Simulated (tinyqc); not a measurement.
# Read current of a NAND string, cells in series solved by shooting: effect of the position of the selected cell

Cells in series, numbered from 0 at the source line (0 V) to the bit line, each followed by a gap resistance Rg. A cell with gate Vg, threshold VT, source Vs and drain Vd passes I = 2 nf K Vt^2 [F(Vs) - F(Vd)]/(1 + th max(Vg - VT, 0)), F(V) = ln^2(1 + exp((Vg - VT - nf V)/(2 nf Vt))). The selected cell has Vg = Vr, the others Vg = Vp.

For a trial current I start at 0 V and, cell by cell, solve for the drain: sqrt(F(Vd)) = sqrt(F(Vs) - I/k), k = 2 nf K Vt^2/(1 + th max(Vg - VT, 0)), Vd = [Vg - VT - 2 nf Vt ln(exp(sqrt F) - 1)]/nf, then add I Rg. The string current is the I for which the last node reaches Vbl. The apparent threshold is the Vr at which I = Is. Background: all other cells erased (VT = Ve) or all in the highest state (VT = Vh); ratio and shift are high over erased and high minus erased. The string has 32 cells, numbered from the source.

Parameters, values chosen for the exercise; values of the order met in vertical NAND strings: temperature T = 300 K; gain factor of a cell K = 14 uA/V^2; slope factor nf = 1.7; mobility reduction factor th = 0.15 1/V; resistance of the gap between cells Rg = 9.2 kohm; bit-line voltage Vbl = 0.3 V; pass voltage Vp = 6.6 V; threshold of an erased cell Ve = -2.3 V; threshold of the highest state Vh = 4.1 V; threshold of the selected cell Vx = 2.3 V; sensing current Is = 50 nA; read voltage on the selected word line Vr = 3.89 V.

Constants: q = 1.602176634e-19 C, kB = 1.380649e-23 J/K, Vt = kB T/q. Results are converted to the units shown.

Result of one run:

| I, others erased (uA) | I, others high (uA) | ratio | apparent VT, erased (V) | apparent VT, high (V) | background shift (mV) |
|---|---|---|---|---|---|
| 0.3152 | 0.1751 | 0.5554 | 2.391 | 2.398 | 7.170 |

Which number of the selected cell j gave this result: 4, 9, 18, 22 or 31?

j = 4.

The whole series:

| j | I, others erased (uA) | I, others high (uA) | ratio | apparent VT, erased (V) | apparent VT, high (V) | background shift (mV) |
|---|---|---|---|---|---|---|
| 0 | 0.3159 | 0.1752 | 0.5546 | 2.382 | 2.382 | 0.06811 |
| 4 | 0.3152 | 0.1751 | 0.5554 | 2.391 | 2.398 | 7.170 |
| 9 | 0.3143 | 0.1750 | 0.5566 | 2.403 | 2.419 | 16.17 |
| 13 | 0.3135 | 0.1748 | 0.5576 | 2.413 | 2.436 | 23.46 |
| 18 | 0.3125 | 0.1747 | 0.5590 | 2.425 | 2.458 | 32.70 |
| 22 | 0.3115 | 0.1745 | 0.5602 | 2.435 | 2.475 | 40.19 |
| 27 | 0.3102 | 0.1743 | 0.5618 | 2.447 | 2.496 | 49.69 |
| 31 | 0.3090 | 0.1741 | 0.5632 | 2.456 | 2.514 | 57.39 |

From the source end to the bit-line end the apparent VT with high neighbours rises from 2.382 to 2.514 V and the background shift rises from 0.0681 to 57.4 mV. Cells and gaps on the source side raise the source of the selected cell, which costs nf times that voltage in gate drive; those on the drain side only lower its drain voltage.

Numbers from tinyqc (`OMP_NUM_THREADS=1 python tinyqc.py 2142160 2142161 out.jsonl`; about 0.3 s on one thread of a shared Intel Xeon 2.30GHz).
